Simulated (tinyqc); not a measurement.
Comparisons within one model: delta-doped layer in the Thomas-Fermi potential. A value that a table varies takes the place of the one given here.

All donors ionised in the plane z = 0, zero temperature, energies from the Fermi level EF of the Thomas-Fermi model, which lies at the bulk band edge; c = hbar^2/2m0, q = e^2/(4 pi eps0). gv = 4 equivalent valleys, m_d = sqrt(m3^3/mz) in the plane. With n = (gv/3 pi^2)(m3 (-V)/c)^(3/2) and V'' = -(4 pi q/eps) n for z > 0, the solution is V = -b/(|z| + z0)^4 with sqrt(b) = 20/K, K = (4 pi q/eps)(gv/3 pi^2)(m3/c)^(3/2), and z0^5 = 4b/(e F0), e F0 = 2 pi q N/eps; 1e13/cm^2 = 1e-3/angstrom^2. Exchange and correlation are left out.

Subbands solve -(c/m_z) psi'' + V psi = E psi on 1280 points of spacing z0/80; up to ten levels for each group, kept if bound with an rms width below 2.5 z0.

Constants: hbar^2/2m0 = 3.80998211 eV angstrom^2; e^2/(4 pi eps0) = 14.39964547 eV angstrom.

Values chosen for the exercise (near those of a delta-doped layer in Ge; not measured data): m3 = 0.217 m0 (density-of-states mass of a valley); mz = 0.12 m0 (mass along z); eps = 16 (dielectric constant); Nl = (0.062, 0.12, 0.25, 0.43, 0.74, 1.2, 2) x 1e13/cm^2 (sheet densities); N = 0.62 x 1e13/cm^2 (donor sheet density).

## Doping density

The well, the lowest level and the filling anew; at zero temperature n_i = g m_d (mu - E_i)/(2 pi c), with mu fixed by sum n_i = N.

Results:

| N (1e13/cm^2) | z0 (angstrom) | depth (eV) | lowest (eV) | next - lowest (eV) | occupied | share of lowest (%) |
|---|---|---|---|---|---|---|
| 0.062 | 101.1 | 0.0089 | -0.0014 | - | 1 | 100.0 |
| 0.12 | 88.6 | 0.0150 | -0.0027 | - | 1 | 100.0 |
| 0.25 | 76.5 | 0.0270 | -0.0058 | - | 1 | 100.0 |
| 0.43 | 68.7 | 0.0417 | -0.0099 | - | 1 | 100.0 |
| 0.74 | 61.6 | 0.0644 | -0.0169 | - | 1 | 100.0 |
| 1.2 | 55.9 | 0.0949 | -0.0270 | - | 1 | 100.0 |
| 2.0 | 50.5 | 0.1427 | -0.0442 | - | 1 | 100.0 |

The depth grows as N^(4/5) and z0 shrinks as N^(-1/5): factors 16.1 and 2.00 for 32 times the doping. The lowest level deepens faster, with exponent 0.99, since the zero-point energy takes a smaller share of a deeper well (84 % falling to 69 %). The number of occupied subbands stays at 1. Up to N = 0.25 the donor spacing exceeds 1.5 Bohr radii (one radius, a0 eps/m with the density-of-states mass, is 39 angstrom), where a uniform sheet is a crude picture of discrete donors (beyond about three radii electrons stay on single donors).

## What each parameter does

z0, depth, lowest level and its rms width. Each row changes one parameter from the base and keeps the others.

Results:

| case | z0 (angstrom) | depth (eV) | lowest (eV) | rms z (angstrom) |
|---|---|---|---|---|
| base | 63.81 | 0.0559 | -0.0142 | 39.12 |
| N = 0.372 x 1e13/cm^2 | 70.68 | 0.0372 | -0.0086 | 49.31 |
| eps = 14.4 | 59.90 | 0.0583 | -0.0143 | 38.72 |
| m3 = 0.25 m0 | 58.62 | 0.0514 | -0.0116 | 42.25 |
| mz = 0.102 m0 | 63.81 | 0.0559 | -0.0132 | 43.34 |

The largest shifts from the base row, up to three for each result and ties (the steps differ in size, so this ranks the rows, not the parameters). z0 (angstrom): N +6.86, m3 -5.20, eps -3.91; unchanged at the printed digits by mz. depth (eV): N -0.0188, m3 -0.0046, eps +0.0024; unchanged at the printed digits by mz. lowest (eV): N +0.0056, m3 +0.0026, mz +0.0010. rms z (angstrom): N +10.19, mz +4.22, m3 +3.13.

(tinyqc, `OMP_NUM_THREADS=1 python tinyqc.py 1251128 1251129 out.jsonl`, Intel(R) Xeon(R) Processor @ 2.30GHz, 1 thread, shared host, about 0.05 s.)
